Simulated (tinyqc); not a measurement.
Inside a calculation: Slater-Koster d bands of an fcc metal. Values are carried at full precision from step to step, so a last printed digit may differ when a step is redone from the rounded ones.

Slater-Koster d bands. For a bond with direction cosines (l, m, n) the 5 x 5 block is dds Ps + ddp Pp + ddd (1 - Ps - Pp), the projectors on sigma, pi and delta states about the bond; for instance <xy|xy> = 3 l^2 m^2 dds + (l^2 + m^2 - 4 l^2 m^2) ddp + (n^2 + l^2 m^2) ddd, <xy|yz> = 3 l m^2 n dds + l n (1 - 4 m^2) ddp + l n (m^2 - 1) ddd and <3z2-r2|3z2-r2> = (n^2 - (l^2 + m^2)/2)^2 dds + 3 n^2 (l^2 + m^2) ddp + (3/4)(l^2 + m^2)^2 ddd. H(k) sums the blocks times cos(k.R) over the neighbours; the d level is the zero of energy; k in 2 pi/a.

Values chosen for the exercise (of the size met in Ir; the results hold for these values, not for the real material):
- dds = -1.152 eV (dd sigma)
- ddp = 0.783 eV (dd pi)
- ddd = -0.069 eV (dd delta)
- Es = 6.2 eV (s level)
- sss = -0.81 eV (ss sigma)
- sds = -0.48 eV (sd sigma)
- k = (0.11, 0.1, 0) 2 pi/a (wave vector)
- Nd = 8 (d electrons per atom)

## The block of one bond

Direction (1,1,0)/sqrt2; its eigenvalues must be dds once, ddp twice and ddd twice.

block (eV):
```
             xy      yz      zx   x2-y2   3z2-r2
xy      -0.8812       0       0       0   0.4690
yz            0  0.3570  0.4260       0        0
zx            0  0.4260  0.3570       0        0
x2-y2         0       0       0  0.7830        0
3z2-r2   0.4690       0       0       0  -0.3397
```

## Levels at Gamma

Neighbours: twelve at (a/2)(1,1,0) and equivalents.

Summing the blocks at k = 0 gives E(t2g) = 3 dds + 4 ddp + 5 ddd, E(eg) = 1.5 dds + 6 ddp + 4.5 ddd.

levels (eV): t2g (threefold) -0.6690, eg (twofold) 2.6595

The t2g level lies lower, by 3.3285 eV.

## The Hamiltonian at one k

An s orbital at Es couples to nearest neighbours alone: <s|s> = sss, <s|xy> = sqrt3 l m sds (cyclic), <s|x2-y2> = (sqrt3/2)(l^2 - m^2) sds, <s|3z2-r2> = (n^2 - (l^2 + m^2)/2) sds.

Sum over the neighbours.

H(k) (eV):
```
              s       xy       yz       zx   x2-y2   3z2-r2
s       -2.8291   0.1741        0        0  0.0085  -0.0491
xy       0.1741  -0.4526        0        0       0  -0.1964
yz            0        0  -0.7311  -0.1784       0        0
zx            0        0  -0.1784  -0.6807       0        0
x2-y2    0.0085        0        0        0  2.3556   0.0198
3z2-r2  -0.0491  -0.1964        0        0  0.0198   2.5853
```

## Levels and character

Diagonalise H; t2g is xy, yz, zx and eg the other two.

levels (eV): -2.8420  -0.8860  -0.5257  -0.4530  2.3541  2.6002

weights:
```
     band 1  band 2  band 3  band 4  band 5  band 6
s     0.995   0.000   0.000   0.005   0.000   0.000
t2g   0.005   1.000   1.000   0.991   0.000   0.004
eg    0.000   0.000   0.000   0.004   1.000   0.996
```

## Levels at points of symmetry

Coordinates: G (0, 0, 0), X (1, 0, 0), W (1, 0.5, 0), L (0.5, 0.5, 0.5), K (0.75, 0.75, 0); the others lie half way.

Levels (eV):

| k | band 1 | band 2 | band 3 | band 4 | band 5 | band 6 |
|---|---|---|---|---|---|---|
| G | -3.520 | -0.669 | -0.669 | -0.669 | 2.659 | 2.659 |
| G-X 0.5 | -3.525 | -1.563 | 1.428 | 1.428 | 3.132 | 3.164 |
| X | -6.381 | -5.622 | 3.525 | 3.525 | 3.604 | 9.685 |
| W | -3.132 | -1.428 | -1.428 | 1.247 | 3.525 | 9.552 |
| L | -4.205 | -1.598 | -1.598 | 3.302 | 3.302 | 6.997 |
| L-G 0.5 | -2.569 | -0.295 | -0.295 | 1.870 | 2.142 | 2.142 |
| K | -4.738 | -2.713 | 1.345 | 1.900 | 3.049 | 9.310 |

On these points the bands run from -6.381 (X) to 9.685 eV (X).

## Second moment and the rectangular band

mu2 = z (dds^2 + 2 ddp^2 + 2 ddd^2)/5 per orbital, with z = 12. A rectangular band with the same mu2 has width W = sqrt(12 mu2), Fermi level W (Nd/10 - 1/2) and bond energy -W Nd (10 - Nd)/20 (Friedel).

mu2 = 6.1507 eV^2
W = 8.5912 eV
Fermi level = 2.5774 eV
bond energy per atom = -6.8730 eV

The bond energy is the attractive part alone; the repulsion between atoms, left out, cancels a large share of it in the cohesive energy.

## Checks

- Levels at Gamma from the formulas against H(0): they agree to 1e-10 or better.
- Second moment from the formula against the mean square level on the mesh: both 6.15073.

tinyqc: `OMP_NUM_THREADS=1 python tinyqc.py 1482114 1482115 out.jsonl`; about 0.03 s, one thread, shared Intel(R) Xeon(R) Processor @ 2.30GHz.
